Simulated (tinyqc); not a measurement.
## Gated graphene, quantum capacitance: effect of the gate voltage

phi is the Fermi level above the Dirac point, in volts; Vg is counted from the gate voltage of charge neutrality. Ideal linear bands, no charge puddles.

N0 = (2/pi)(kB T/(hbar vF))^2; n = N0 F1(phi/Vt), p = N0 F1(-phi/Vt), F1(e) = int_0^infinity u du/(1 + exp(u - e)) = -Li2(-exp(e)); Cq = q d(n - p)/dphi = (q N0/Vt) ln[2 (1 + cosh(phi/Vt))]. Cox = eps0 eox/tox; Vg = phi + q (n - p + Dit phi)/Cox. 1/C_G = 1/Cox + 1/(Cq + q Dit); dphi/dVg = Cox/(Cox + Cq + q Dit).

Parameters, values chosen for the exercise; values close to those of graphene: temperature T = 77 K; relative permittivity of the gate insulator (close to aluminium oxide) eox = 8.96; insulator thickness tox = 18 nm; Fermi velocity vF = 1.12e6 m/s; density of traps Dit = 0 cm^-2 eV^-1.

Constants: q = 1.602176634e-19 C, kB = 1.380649e-23 J/K, hbar = 1.054571817e-34 J s, Vt = kB T/q, eps0 = 8.8541878128e-14 F/cm where lengths are in cm. Results are converted to the units shown.

The same in every row: Cox (uF/cm^2) = 0.4407.

Result of one run:

| Vg (V) | phi (V) | n - p (cm^-2) | Cq (uF/cm^2) | C_G (uF/cm^2) | dphi/dVg | n + p (cm^-2) |
|---|---|---|---|---|---|---|
| 0.87 | 0.1797 | 1.899e12 | 3.372 | 0.3898 | 0.1156 | 1.899e12 |

What becomes of these results when the gate voltage Vg is changed from 0.87 to -0.13 V, all else the same?

Result of the changed run:

| Vg (V) | phi (V) | n - p (cm^-2) | Cq (uF/cm^2) | C_G (uF/cm^2) | dphi/dVg | n + p (cm^-2) |
|---|---|---|---|---|---|---|
| -0.13 | -0.05722 | -2.002e11 | 1.074 | 0.3125 | 0.2910 | 2.002e11 |

The whole series:

| Vg (V) | phi (V) | n - p (cm^-2) | Cq (uF/cm^2) | C_G (uF/cm^2) | dphi/dVg | n + p (cm^-2) |
|---|---|---|---|---|---|---|
| -0.3 | -0.09692 | -5.587e11 | 1.819 | 0.3548 | 0.1950 | 5.587e11 |
| -0.13 | -0.05722 | -2.002e11 | 1.074 | 0.3125 | 0.2910 | 2.002e11 |
| 0.03 | 0.01924 | 2.960e10 | 0.3744 | 0.2024 | 0.5407 | 3.016e10 |
| 0.2 | 0.07551 | 3.425e11 | 1.417 | 0.3362 | 0.2372 | 3.425e11 |
| 0.37 | 0.1099 | 7.156e11 | 2.062 | 0.3631 | 0.1761 | 7.156e11 |
| 0.53 | 0.1356 | 1.085e12 | 2.544 | 0.3757 | 0.1476 | 1.085e12 |
| 0.7 | 0.1590 | 1.488e12 | 2.983 | 0.3840 | 0.1287 | 1.488e12 |
| 0.87 | 0.1797 | 1.899e12 | 3.372 | 0.3898 | 0.1156 | 1.899e12 |
| 1.03 | 0.1974 | 2.290e12 | 3.705 | 0.3939 | 0.1063 | 2.290e12 |
| 1.2 | 0.2148 | 2.710e12 | 4.031 | 0.3973 | 0.09856 | 2.710e12 |

As Vg goes from -0.3 to 1.2, Cq goes from 1.82 through a minimum of 0.374 (at Vg = 0.03 among the rows listed) to 4.03 uF/cm^2, C_G/Cox goes from 0.805 through a minimum of 0.459 (at Vg = 0.03 among the rows listed) to 0.901 and n - p rises from -5.59e11 to 2.71e12 cm^-2. Cq is below Cox for Vg = 0.03; there the density of states limits the response dn/dVg more than the insulator does. At neutrality Cq is (q N0/Vt) ln 4 = 0.173 uF/cm^2, and far from it Cq grows as |phi|.

Computed by the program tinyqc: `OMP_NUM_THREADS=1 python tinyqc.py 2200043 2200044 out.jsonl`, one thread of a shared Intel Xeon 2.30GHz, about 0.01 s for the whole run.
